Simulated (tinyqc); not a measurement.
One dielectric constant for an anisotropic host? Model: finite-size error of a charged defect in a periodic cell: Madelung and Makov-Payne terms. Computed by tinyqc, a small Python program. Command: `OMP_NUM_THREADS=1 python tinyqc.py 3022403 3022404 out.jsonl imagecharge walk`. One thread of a shared host (Intel(R) Xeon(R) Processor @ 2.30GHz), about 0.03 s of CPU time with the checks.

L is the cube root of the cell volume. The defect charge is a Gaussian, rho(r) = q (2 pi sigma^2)^(-3/2) exp(-r^2/2 sigma^2), repeated periodically in a uniform neutralising background and screened by a continuum. The model cell energy is E(L) = E_0 + [periodic - isolated electrostatic energy].

Inputs (values chosen for the exercise, for a model uniaxial host):

| quantity | value | unit |
|---|---|---|
| charge q | -1 | e |
| cell length L | 13.1 | angstrom |
| dielectric constant eps_xy | 12.5 | - |
| dielectric constant eps_z | 6.77 | - |
| axis ratio c/a | 0.832 | - |

Supercell lattice: tetragonal. Screening: uniaxial.

Constants: e^2/(4 pi eps_0) = 14.39964548 eV angstrom.

Method:
- Cell vectors: (1,0,0), (0,1,0), (0,0,c/a), scaled to volume L^3.
- Ewald sum for a unit point charge: scale each Cartesian component of the cell by 1/sqrt(eps_i), giving R', G' and V'; E = [ (1/2) sum erfc(eta R')/R' + (2 pi/V') sum exp(-G'^2/4 eta^2)/G'^2 - eta/sqrt(pi) - pi/(2 V' eta^2) ] e^2/(4 pi eps_0) / sqrt(eps_x eps_y eps_z), over n_i = -6..6, omitting n = (0,0,0), eta = 2/V'^(1/3). alpha = -2 E eps_g L/(e^2/(4 pi eps_0)), eps_g = (eps_x eps_y eps_z)^(1/3).
- The same sum with an isotropic constant in place of the tensor, the means being taken over (eps_xy, eps_xy, eps_z); errors against the tensor result.

cell vectors (rows) (angstrom):
```
         1        2        3
1  13.9283   0.0000   0.0000
2   0.0000  13.9283   0.0000
3   0.0000   0.0000  11.5883
```

point-charge correction -q^2 E = 0.152255 eV

Point-charge correction:

| constant | value | correction (eV) | error (meV) |
|---|---|---|---|
| eps_xy | 12.500 | 0.12332 | -28.931 |
| eps_z | 6.770 | 0.22770 | 75.448 |
| arithmetic mean | 10.590 | 0.14557 | -6.688 |
| geometric mean | 10.189 | 0.15129 | -0.961 |
| harmonic mean | 9.749 | 0.15812 | 5.862 |

What does the comparison show, and why?

The tensor gives 0.1523 eV. Closest is geometric mean (-1.0 meV) and furthest eps_z (+75.4 meV); anisotropy also changes the effective shape of the cell, which no single constant captures.
